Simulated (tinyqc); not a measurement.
p-n heterojunction, non-linear Poisson equation by Newton steps, Fermi-Dirac statistics: two steps of the calculation.

One dimension, material 1 (p-type) at x < 0 and material 2 (n-type) at x > 0. Band edges: Ec = -psi in material 1 and -psi + dEc in material 2, Ev = Ec - Eg. Flat quasi-Fermi levels: 0 for holes, +V for electrons. n = Nc F((EFn - Ec)/Vt), p = Nv F((Ev - EFp)/Vt), with F(eta) = F_1/2(eta) = (2/sqrt(pi)) int_0^infinity sqrt(u) du/(1 + exp(u - eta)) (Fermi-Dirac statistics); full ionisation, no interface charge, classical densities; the doping types are chosen for the exercise.

Parameters, values chosen for the exercise; band and dielectric values close to those of CdTe and CdS:
```
symbol    value   unit                                          meaning
T           400      K                                      temperature
Eg1        1.49     eV                           band gap of material 1
er1        10.3                     relative permittivity of material 1
Nc1     1.25e18  cm^-3  conduction-band density of states of material 1
Nv1     2.76e19  cm^-3     valence-band density of states of material 1
Eg2        2.42     eV                           band gap of material 2
er2        8.92                     relative permittivity of material 2
Nc2     3.42e18  cm^-3  conduction-band density of states of material 2
Nv2     2.83e19  cm^-3     valence-band density of states of material 2
dEc       -0.12     eV                 conduction-band offset Ec2 - Ec1
N1       5.5e17  cm^-3                   acceptor density of material 1
N2       5.5e15  cm^-3                      donor density of material 2
V             0      V                    bias of side 1 against side 2
```

Constants: q = 1.602176634e-19 C, kB = 1.380649e-23 J/K, Vt = kB T/q, eps0 = 8.8541878128e-14 F/cm where lengths are in cm. Results are converted to the units shown.

Problem 1. Newton step. Solve the tridiagonal system a_(i-1) d_(i-1) + b_i d_i + a_i d_(i+1) = -F_i for nodes 1 to 12, with d = 0 on fixed nodes. If the largest |d| exceeds 4 Vt, the whole step is scaled down so that it equals 4 Vt.

coupling a_i, interval 0 to 12 (F/cm^2): [7.3546883e-7, 8.7690514e-7, 1.0246981e-6, 1.2324072e-6, 1.4430085e-6, 1.7110344e-6, 1.8811131e-6, 7.8586423e-7, 3.4946617e-7, 1.5639476e-7, 6.9524080e-8, 3.1217136e-8, 1.3904816e-8]

```
node  diagonal b (F/cm^2)  residual F (C/cm^2)
1           -4.5063683e-6                   ~0
2           -4.3513441e-6                   ~0
3           -4.3260575e-6                   ~0
4           -4.4168895e-6                   ~0
5           -4.6327724e-6                   ~0
6           -4.8398653e-6         1.9066273e-6
7           -2.6855651e-6        -1.9066273e-6
8           -1.1770410e-6                   ~0
9           -5.9924671e-7                   ~0
10          -4.3555778e-7                   ~0
11          -5.6907536e-7                   ~0
12          -1.0939554e-6                   ~0
```

psi at the start, node 0 to 13 (V): [-1.3552728, -1.3552728, -1.3552728, -1.3552728, -1.3552728, -1.3552728, -1.3552728, -0.3417095, -0.3417095, -0.3417095, -0.3417095, -0.3417095, -0.3417095, -0.3417095]

Wanted: Newton step d, before damping; psi after iteration 1.

Solution 1.

Newton step d, before damping, node 1 to 12 (V): [0.0001, 0.0007, 0.0027, 0.0090, 0.0253, 0.0609, -0.8799, -0.7266, -0.4685, -0.1716, -0.0210, -0.0006]
psi after iteration 1, node 0 to 13 (V): [-1.355, -1.355, -1.355, -1.355, -1.354, -1.351, -1.346, -0.480, -0.456, -0.415, -0.369, -0.345, -0.342, -0.342]

Problem 2. Check against the first integral. Exact first integral: on each side D^2/(2 eps0 er) = G, G = q [Vt (nI_j - nI_b) + Vt (pI_j - pI_b) - C (psi_j - psi_b)], with C = -N1 or +N2, b the neutral end of that side, and nI, pI the densities with F_1/2 replaced by F_3/2(eta) = (4/(3 sqrt(pi))) int_0^infinity u^(3/2) du/(1 + exp(u - eta)). D is continuous, so er1 G1(psi_j) = er2 G2(psi_j) fixes psi_j. Ends from Nv1 F((-psi_L - Eg1)/Vt) = N1 and Nc2 F((V + psi_R - dEc)/Vt) = N2. D is counted positive when psi rises towards material 2.

Wanted: psi_j; D; psi_j - psi_L; psi_R - psi_j; Ec1 - EFn at the interface; Ec2 - EFn at the interface.

Solution 2.

psi_j = -1.328 V
D = 36.40 nC/cm^2
psi_j - psi_L = 0.02700 V
psi_R - psi_j = 0.9866 V
Ec1 - EFn at the interface = 1.328 eV
Ec2 - EFn at the interface = 1.208 eV

Material 2 takes 97.3 % of the bending.

Numbers from tinyqc (`OMP_NUM_THREADS=1 python tinyqc.py 2040139 2040140 out.jsonl`; about 0.2 s on one thread of a shared Intel Xeon 2.30GHz).

~0 in a residual or rate marks an entry under 1e-11 of the largest of its column.
